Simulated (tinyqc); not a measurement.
Frequency dispersion of an accumulation capacitance by border traps, distributed model: two steps of the calculation.

Traps spread evenly through the insulator exchange electrons with the semiconductor by tunnelling, with tau(x) = t0 exp(2 ka x) at depth x from the interface. The admittance per area Y seen at depth x obeys dY/dx = -Y^2/(i w eps0 eox) + q Nb ln(1 + i w tau)/tau, with Y(0) = i w Cs and w = 2 pi f; the gate sees Y(tox) = G + i w C. Working variable y = Y/(i w), in uF/cm^2. Cox = eps0 eox/tox.

Parameters, values chosen for the exercise; permittivity close to that of zirconium oxide:
- eox = 22.4 (relative permittivity of the insulator)
- tox = 3.8 nm (insulator thickness)
- Cs = 5.2 uF/cm^2 (semiconductor capacitance in accumulation)
- Nb = 3.5e19 cm^-3 eV^-1 (density of border traps)
- ka = 5.1 1/nm (decay constant of the wave function in the insulator)
- t0 = 3e-10 s (time constant of a trap at the interface)
- f = 1e6 Hz (frequency)
- xe = 1.1 nm (depth down to which the steps are taken)

Constants: q = 1.602176634e-19 C, eps0 = 8.8541878128e-14 F/cm where lengths are in cm. Results are converted to the units shown.

Problem 1. Scales and lumped estimate. Cox; trap-free value 1/(1/Cox + 1/Cs); response depth d = ln(1/(w t0))/(2 ka), where w tau = 1; lumped estimate: all traps within d act as C_bt = q Nb d placed at d/2, so C = 1/{1/[1/(1/Cs + d/(2 eps0 eox)) + C_bt] + (tox - d/2)/(eps0 eox)}.

Find: Cox; trap-free C; d; C_bt; lumped C.

Solution 1.

Cox = 5.2193 uF/cm^2
trap-free C = 2.6048 uF/cm^2
d = 0.61508 nm
C_bt = 0.34492 uF/cm^2
lumped C = 2.7027 uF/cm^2

The traps within reach amount to 0.0663 Cs and lie in the first 16.2 % of the insulator.

Problem 2. Midpoint steps through the active depth. In terms of y: dy/dx = -y^2/(eps0 eox) + s(x), s = q Nb ln(1 + z)/z, z = i w tau. 10 midpoint steps of h = xe/10: y_half = y + (h/2) y'(x, y), y(new) = y + h y'(x + h/2, y_half).

Find: x; s; y.

Solution 2.

x, point 0 to 10 (nm): [0, 0.11000, 0.22000, 0.33000, 0.44000, 0.55000, 0.66000, 0.77000, 0.88000, 0.99000, 1.1000]
s, point 0 to 10 (uF/(cm^2 nm)): [0.56076-0.00053i, 0.56076-0.00162i, 0.56070-0.00498i, 0.56021-0.01528i, 0.55559-0.04636i, 0.51785-0.12805i, 0.35709-0.22215i, 0.15795-0.18488i, 0.05655-0.10170i, 0.01897-0.04683i, 0.00624-0.01972i]
y, point 0 to 10 (uF/cm^2): [5.2000+0.0000i, 5.1142-0.0001i, 5.0332-0.0004i, 4.9566-0.0013i, 4.8839-0.0041i, 4.8135-0.0125i, 4.7371-0.0318i, 4.6421-0.0536i, 4.5358-0.0660i, 4.4280-0.0702i, 4.3231-0.0702i]

Computed by the program tinyqc: `OMP_NUM_THREADS=1 python tinyqc.py 2202168 2202169 out.jsonl`, one thread of a shared Intel Xeon 2.30GHz, about 0.4 s for the whole run.
